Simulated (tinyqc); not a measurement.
Small-signal admittance of a forward-biased p+-n diode: one step of the calculation.

Holes injected into a neutral base of width wb with an ohmic contact at its end; low injection, p0 far above the equilibrium density. A small voltage v exp(i w t), w = 2 pi f, modulates the edge density by p0 v/Vt, and the small-signal density obeys Dp d2p/dx2 = (1/tau + i w) p.

Problem. The same by finite differences. 6 equal intervals, h = wb/6; u = small-signal density over its edge value, u_0 = 1, u_6 = 0; u_(i-1) + b u_i + u_(i+1) = 0 with b = -2 - h^2 (1/tau + i w)/Dp; Y = (q Dp p0/(Vt h)) (-b/2 - u_1), which includes the half box at the edge.

Values chosen for this exercise; permittivity close to that of silicon:
```
symbol,value,unit,meaning
T,300,K,temperature
Dp,7.2,cm^2/s,hole diffusion coefficient
tau,2e-8,s,hole lifetime
wb,2.3,um,width of the neutral base
p0,3e14,cm^-3,excess hole density at the junction edge
f,2.4e7,Hz,signal frequency
```

Constants: q = 1.602176634e-19 C, kB = 1.380649e-23 J/K, Vt = kB T/q. Results are converted to the units shown.

Find: b; u; Y on the mesh.

Solution.

b = -2.0102-0.0308i
u, node 1 to 5: 0.81431-0.04385i  0.63827-0.06309i  0.47069-0.06332i  0.30987-0.04972i  0.15373-0.02709i
Y on the mesh = 66.629+20.687i S/cm^2

tinyqc, about 0.01 s, one thread, Intel Xeon 2.30GHz (shared host): `OMP_NUM_THREADS=1 python tinyqc.py 2890155 2890156 out.jsonl`
